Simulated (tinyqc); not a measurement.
Low-temperature mobility of a two-dimensional electron gas with static screening: one step, computed by the program tinyqc.

One subband is filled, the gas is degenerate and scatters at the Fermi circle; one permittivity serves on both sides of the interface. All formulas are in SI units, masses times m_0. Piezoelectric and polar phonons are left out, and n_s is taken as set by a gate, independent of N_i.

Question. Fermi circle, screening and layer thickness. k_F = sqrt(2 pi n_s/g_v); E_F = hbar^2 k_F^2/(2 m); q_TF = g_v m e^2/(2 pi eps eps_0 hbar^2); Fang-Howard parameter b = [12 m_z e^2 (N_d + 11 n_s/32)/(eps eps_0 hbar^2)]^(1/3), mean depth 3/b; effective field F = e (N_d + n_s/2)/(eps eps_0).

Inputs (values chosen for the exercise, modelled on a strained silicon well):

| quantity | value | unit |
|---|---|---|
| in-plane mass m | 0.197 | m_0 |
| mass across the layer m_z | 0.88 | m_0 |
| permittivity eps | 11.6 | - |
| valley degeneracy g_v | 2 | - |
| sheet density n_s | 1.1e+13 | 1/cm^2 |
| depletion charge N_d | 7.7e+10 | 1/cm^2 |

Wave function: ideal sheet. Roughness spectrum: Gaussian.

Constants: m_0 = 9.1093837015e-31 kg; e = 1.602176634e-19 C; eps_0 = 8.8541878128e-12 F/m; hbar = 1.054571817e-34 J s.

Give: k_F; E_F; q_TF; b; mean depth; effective field F.

Answer.

k_F = 0.58786 1/nm

E_F = 66.834 meV

q_TF = 1.2837 1/nm

b = 2.0280 1/nm

mean depth = 1.4793 nm

effective field F = 0.86997 MV/cm

q_TF/(2 k_F) = 1.09: screening is strong for back-scattering.
